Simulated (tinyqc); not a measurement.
## Permittivity of the insulator from five potentials

Question. A node lies on a semiconductor-insulator interface. Steps: hs = tb/2 down into the semiconductor, ho = tox/2 up into the insulator, hy = L/5 sideways. The flux balance of its box reads eox (hy/ho)(above - node) + eps_r (hy/hs)(below - node) + [(eps_r hs + eox ho)/(2 hy)](left + right - 2 node) - q Na (hs/2) hy/eps0 = 0. Find eox.

Parameters, values chosen for the exercise; semiconductor permittivity made up:
- eps_r = 8.09 (relative permittivity of the semiconductor)
- tb = 3 nm (body thickness)
- tox = 3.5 nm (insulator thickness)
- L = 29 nm (channel length)
- Na = 0 cm^-3 (acceptor density of the depleted body)

Constants: q = 1.602176634e-19 C, eps0 = 8.8541878128e-14 F/cm where lengths are in cm. Results are converted to the units shown.

psi (V): node 0.21021505, above 0.11089729, below 0.25359838, left 0.060934515, right 0.87

Answer. The balance is linear in eox.

eox = 7.500

Computed by the program tinyqc: `OMP_NUM_THREADS=1 python tinyqc.py 2480040 2480041 out.jsonl`, one thread of a shared Intel Xeon 2.30GHz, about 0.09 s for the whole run.
